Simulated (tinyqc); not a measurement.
# Deep-level transient spectroscopy, step by step

Computed by the program tinyqc: `OMP_NUM_THREADS=1 python tinyqc.py 2050119 2050120 out.jsonl`, one thread of a shared Intel Xeon 2.30GHz, about 0.01 s for the whole run. Printed values are rounded.

Schottky contact on an n-type layer with shallow donors Nd (all ionised) and a donor-like deep trap, neutral when filled and positive when empty; depletion approximation. Traps within lam of the depletion edge stay filled. A long pulse to Vp fills the traps beyond x1 = Wp - lam; back at Vr those between x1 and x2 = Wr - lam emit. A rate window reads S = C(t2) - C(t1).

Inputs (values chosen for the exercise); material values close to those of silicon: relative permittivity eps_r = 11.8; conduction-band density of states at 300 K Nc = 2.77e19 cm^-3; thermal velocity at 300 K vth = 2.2e7 cm/s; shallow donor density Nd = 9.8e14 cm^-3; built-in voltage Vbi = 0.6 V; depth of the trap below the conduction edge Et = 0.15 eV; capture cross-section sn = 1.3e-14 cm^2; trap density Nt = 1.4e14 cm^-3; reverse bias Vr = 5.1 V; reverse bias during the filling pulse Vp = 0 V; first sampling time t1 = 2 ms; second sampling time t2 = 8 ms; temperature of the transient T = 77 K.

Constants: q = 1.602176634e-19 C, kB = 1.380649e-23 J/K, eps0 = 8.8541878128e-14 F/cm where lengths are in cm. Results are converted to the units shown.

Range of the model: Below about 110 K shallow donors begin to freeze out, which the model ignores. With Nt above a tenth of Nd the edge x2 moves during the transient, which this model holds fixed, and the transient is not a plain exponential.

## Emission rate and rate window

Emission rate en = sn vth(T) Nc(T) exp(-Et/kB T) = sn g T^2 exp(-Et/kB T), g = vth Nc/(300 K)^2, as vth goes as T^0.5 and Nc as T^1.5 (degeneracy factor 1). For an exponential transient S peaks where en = ew = ln(t2/t1)/(t2 - t1).

g = 6.77111e21 cm^-2 s^-1 K^-2
en = 79.4027 1/s
1/en = 12.5940 ms
ew = 231.049 1/s

## Widths

lam = sqrt(2 eps0 eps_r (EF - ET)/(q Nd)), EF - ET = Et - (kB T/q) ln(Nc(T)/Nd), Nc(T) = Nc (T/300 K)^1.5. In the steady state at the band bending V, 2 eps0 eps_r V/q = Nd W^2 + Nt (W - lam)^2 (the second term only if W > lam). V = Vbi + Vr gives Wr and V = Vbi + Vp gives Wp; x1 = max(Wp - lam, 0).

lam = 356.555 nm
Wr = 2618.21 nm
Wp = 872.086 nm
x1 = 515.531 nm
x2 = 2261.66 nm
G = (x2^2 - x1^2)/Wr^2 = 0.707410

The rule Nt = 2 Nd |dC|/C assumes G = 1 and would understate Nt by a factor of about 1/G = 1.41 here (the limit of small Nt/Nd).

## The transient

| sample | t (ms) |
|---|---|
| 0 | 0 |
| 1 | 1 |
| 2 | 2 |
| 3 | 5 |
| 4 | 8 |
| 5 | 16 |
| 6 | 40 |

W(t)^2 = Wr^2 + (Nt/Nd)(x2^2 - x1^2) exp(-en t), C = eps0 eps_r/W; for small Nt, dC/C = -(Nt/2 Nd) G exp(-en t) with G = (x2^2 - x1^2)/Wr^2. S = C(t2) - C(t1).

| sample | C (nF/cm^2) | C - C(final) (pF/cm^2) |
|---|---|---|
| 0 | 3.80295 | -187.536 |
| 1 | 3.81634 | -174.144 |
| 2 | 3.82884 | -161.648 |
| 3 | 3.86146 | -129.026 |
| 4 | 3.88776 | -102.724 |
| 5 | 3.93506 | -55.424 |
| 6 | 3.98210 | -8.391 |

S = 58.9243 pF/cm^2

## Step 1: peak temperature

T at the start = 300 K

Fixed-point step for en(T) = ew: T(new) = (Et q/kB)/ln(sn g T^2/ew), g = vth Nc/(300 K)^2.

T after step 1 = 71.7567 K

## Course of the iteration for the peak temperature

Start from 300 K; stop when T changes by less than 1e-8 K.

Course of the iteration:

| step | T (K) | change (K) |
|---|---|---|
| 1 | 71.7567 | 228 |
| 2 | 81.3513 | 9.59 |
| 3 | 80.4081 | 0.943 |
| 4 | 80.4948 | 0.0867 |
| 5 | 80.4868 | 8.02e-3 |
| 6 | 80.4875 | 7.42e-4 |
| 7 | 80.4874 | 6.86e-5 |
| 8 | 80.4874 | 6.35e-6 |
| 9 | 80.4874 | 5.87e-7 |
| 10 | 80.4874 | 5.43e-8 |
| 11 | 80.4874 | 5.02e-9 |

Converged in 11 steps; each multiplies the error by -2 kB T/Et = -0.092.
